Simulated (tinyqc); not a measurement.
# Read current of a NAND string, cells in series solved by shooting: what changes with what

Cells in series, numbered from 0 at the source line (0 V) to the bit line, each followed by a gap resistance Rg. A cell with gate Vg, threshold VT, source Vs and drain Vd passes I = 2 nf K Vt^2 [F(Vs) - F(Vd)]/(1 + th max(Vg - VT, 0)), F(V) = ln^2(1 + exp((Vg - VT - nf V)/(2 nf Vt))). The selected cell has Vg = Vr, the others Vg = Vp.

Inputs (values chosen for the exercise); values of the order met in vertical NAND strings:

| symbol | value | unit | meaning |
|---|---|---|---|
| T | 300 | K | temperature |
| K | 4.1 | uA/V^2 | gain factor of a cell |
| nf | 1.2 |  | slope factor |
| th | 0.13 | 1/V | mobility reduction factor |
| Rg | 28 | kohm | resistance of the gap between cells |
| Vbl | 0.3 | V | bit-line voltage |
| Vp | 7.2 | V | pass voltage |
| Ve | -2 | V | threshold of an erased cell |
| Vh | 4.1 | V | threshold of the highest state |
| Vx | 2 | V | threshold of the selected cell |
| Is | 10 | nA | sensing current |
| Vr | 3.55 | V | read voltage on the selected word line |

Constants: q = 1.602176634e-19 C, kB = 1.380649e-23 J/K, Vt = kB T/q. Results are converted to the units shown.

Each table varies one quantity; the others keep the values above.

## Read current against the number of cells

For a trial current I start at 0 V and, cell by cell, solve for the drain: sqrt(F(Vd)) = sqrt(F(Vs) - I/k), k = 2 nf K Vt^2/(1 + th max(Vg - VT, 0)), Vd = [Vg - VT - 2 nf Vt ln(exp(sqrt F) - 1)]/nf, then add I Rg. The string current is the I for which the last node reaches Vbl. The apparent threshold is the Vr at which I = Is. Background: all other cells erased (VT = Ve) or all in the highest state (VT = Vh); ratio and shift are high over erased and high minus erased. The selected cell is in the middle, cell n/2.

Results:
columns A: n; B: I, others erased (uA); C: I, others high (uA); D: ratio; E: apparent VT, erased (V); F: apparent VT, high (V); G: background shift (mV)
```
A          B        C       D      E      F      G
8     0.3510   0.2384  0.6794  2.060  2.062  2.527
16    0.1932   0.1240  0.6420  2.064  2.069  5.064
32    0.1017  0.06326  0.6222  2.072  2.082  10.17
64   0.05220  0.03195  0.6121  2.089  2.109  20.55
128  0.02646  0.01606  0.6069  2.123  2.166  43.61
192  0.01772  0.01072  0.6052  2.157  2.297  140.4
```

Estimate the missing row, n = 96.

Computed row:
columns A: n; B: I, others erased (uA); C: I, others high (uA); D: ratio; E: apparent VT, erased (V); F: apparent VT, high (V); G: background shift (mV)
```
A         B        C       D      E      F      G
96  0.03512  0.02137  0.6086  2.106  2.137  31.34
```

With this row back in the table: With erased neighbours the current falls from 0.351 to 0.0177 uA, as n^(-0.86) between the first two rows and n^(-0.99) between the last two (-1 once the series resistance rules). The ratio falls from 0.679 to 0.605 and the background shift rises from 2.53 to 140 mV.

## Effect of the read voltage on the selected word line

Same model as above.

The string has 32 cells and the selected one is cell 16.

The same in every row: apparent VT, erased (V) = 2.072; apparent VT, high (V) = 2.082; background shift (mV) = 10.17.

Effect of the read voltage on the selected word line:
```
Vr (V)  I, others erased (uA)  I, others high (uA)   ratio
1.7                  4.118e-7             4.118e-7   1.000
2.1                   0.01433              0.01227  0.8567
2.5                   0.08434              0.05615  0.6657
2.9                   0.09628              0.06114  0.6350
3.3                    0.1003              0.06272  0.6255
3.7                    0.1023              0.06350  0.6208
4.1                    0.1035              0.06396  0.6180
4.5                    0.1043              0.06427  0.6161
```

As Vr goes from 1.7 to 4.5 V, the current with erased neighbours rises from 4.12e-7 to 0.104 uA, that with high neighbours rises from 4.12e-7 to 0.0643 uA and the ratio falls from 1.00 to 0.616. The apparent thresholds do not depend on Vr.

Numbers from tinyqc (`OMP_NUM_THREADS=1 python tinyqc.py 2142173 2142174 out.jsonl`; about 0.4 s on one thread of a shared Intel Xeon 2.30GHz).
